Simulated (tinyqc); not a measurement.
Worked calculation: solubility, supersaturation, precipitation and gettering of an impurity in a silicon-like host. Computed by tinyqc, a small Python program that keeps every step. Command: `OMP_NUM_THREADS=1 python tinyqc.py 3004296 3004297 out.jsonl ripen walk`. One thread of a shared host (Intel(R) Xeon(R) Processor @ 2.30GHz), about 0.01 s of CPU time with the checks. Intermediate numbers are printed to about 6 digits and carried at full precision; extremes and crossings named in words are read from the listed rows.

The wafer was saturated at T1 and is then held at T.

Inputs (values chosen for the exercise, modelled on chromium in silicon):
```
quantity                                   value        unit
site density N0                            5e+22      1/cm^3
enthalpy of solution H                      2.72          eV
entropy of solution S                        4.9         k_B
diffusion prefactor D0                   0.00059      cm^2/s
migration energy Q                          0.83          eV
temperature of saturation T1                1350           K
anneal temperature T                         922           K
sink density n                           5.9e+08      1/cm^3
initial sink radius r0                       2.8          nm
impurity density in the precipitate C_p  5.3e+22      1/cm^3
interface energy gamma                      0.56       J/m^2
anneal time t                              22000           s
wafer thickness w                            775  micrometre
segregation energy E_g                       1.2          eV
segregation prefactor k_0                  0.001           -
getter layer thickness t_g                  0.64  micrometre
```

Gettering: segregation gettering in a layer.

Constants: k_B = 8.617333262e-05 eV/K; k_B = 1.380649e-23 J/K.

## Solubility, diffusivity, supersaturation

C_eq(T) = N0 exp(S/k_B - H/(k_B T)); D(T) = D0 exp(-Q/(k_B T)); C0 = C_eq(T1). Supersaturation s = C0/C_eq(T); critical radius r* = 2 gamma/(C_p k_B T ln s); barrier W* = (4 pi/3) gamma r*^2. Strain energy is left out.

C0 = 4.70753e+14 1/cm^3

C_eq(T) = 9.10166e+09 1/cm^3

D(T) = 1.71379e-08 cm^2/s

supersaturation s = 51721.7

critical radius r* = 0.152951 nm

W*/(k_B T) = 4.31090

Sinks of radius r0 are above r* and grow. The barrier is low enough for new nuclei to form. Caution: the barrier to homogeneous nucleation is below 35 k_B T for these inputs, so new precipitates would form and outnumber the fixed sinks assumed here. Caution: a critical radius of atomic size is outside the capillary model.

## Ham's law for sinks of fixed radius

tau0 = 1/(4 pi n r0 D); C_fixed(t) = C_eq + (C0 - C_eq) exp(-t/tau0). If all excess precipitates, the final radius is r_f = [r0^3 + 3 (C0 - C_eq)/(4 pi n C_p)]^(1/3), with tau_f = 1/(4 pi n r_f D).

tau0 = 28107.5 s

C_fixed(t) = 2.15217e+14 1/cm^3

final radius r_f = 15.3487 nm

tau_f = 5127.54 s

The sinks grow 5.5 times, so the fixed radius underrates the later rate.

## Growing precipitates

Growing sinks: with y = r/r_f and y0 = r0/r_f, dy/dt = (1 - y^3)/(3 tau_f y), which integrates to t/tau_f = F(y) - F(y0), F(y) = (1/2) ln[(1 + y + y^2)/(1 - y)^2] - sqrt(3) arctan[(2y + 1)/sqrt(3)]; the share of the excess left is (1 - y^3)/(1 - y0^3), and C(t) = C_eq + (C0 - C_eq) x share.

radius at t = 15.2088 nm

share of the excess left = 0.0272527

C(t) with growing sinks = 1.28381e+13 1/cm^3

97.3 % of the excess has precipitated.

## Segregation into a layer on one face

k = k_0 exp(E_g/(k_B T)); in equilibrium the bulk keeps C/C0 = 1/(1 + k t_g/w). For a strong sink on one face the slowest diffusion mode has tau_w = 4 w^2/(pi^2 D), and C/C0 is estimated as c_eq + (1 - c_eq)(8/pi^2) sum over odd m up to 99 of exp(-m^2 t/tau_w)/m^2. Precipitation is left out here.

segregation coefficient k = 3625.47

equilibrium C/C0 = 0.250380

tau_w = 142038 s

mean C/C0 at t = 0.788073

Limited by diffusion: far more is left than the 0.25 that equilibrium would leave.

## The best anneal temperature for the time t

C_eq(T) = N0 exp(S/k_B - H/(k_B T)); D(T) = D0 exp(-Q/(k_B T)); C0 = C_eq(T1). r_f = [r0^3 + 3 (C0 - C_eq)/(4 pi n C_p)]^(1/3), tau_f = 1/(4 pi n r_f D).

Dissolved share after t:
```
T (K)      C_eq/C0    tau_f (s)      C(t)/C0
608    4.05363e-13  1.12972e+06  9.96131e-01
702    4.23520e-10  1.35433e+05  9.54141e-01
810    1.70028e-07  2.17385e+04  5.72545e-01
918    1.66550e-05  5.36632e+03  3.29385e-02
1026   6.21447e-04  1.77875e+03  6.29978e-04
1134   1.16376e-02  7.30169e+02  1.16376e-02
1228   9.79926e-02  3.92836e+02  9.79926e-02
1296   3.77492e-01  2.94262e+02  3.77492e-01
```

The lowest dissolved share among these rows is 6.3e-4 at 1026 K. Above it solubility sets the floor; below it diffusion is too slow for this time. Solubility falls with H = 2.72 eV and diffusion with Q = 0.83 eV.

Checks made by the program: radius against numerical integration (relative difference below 1e-10).
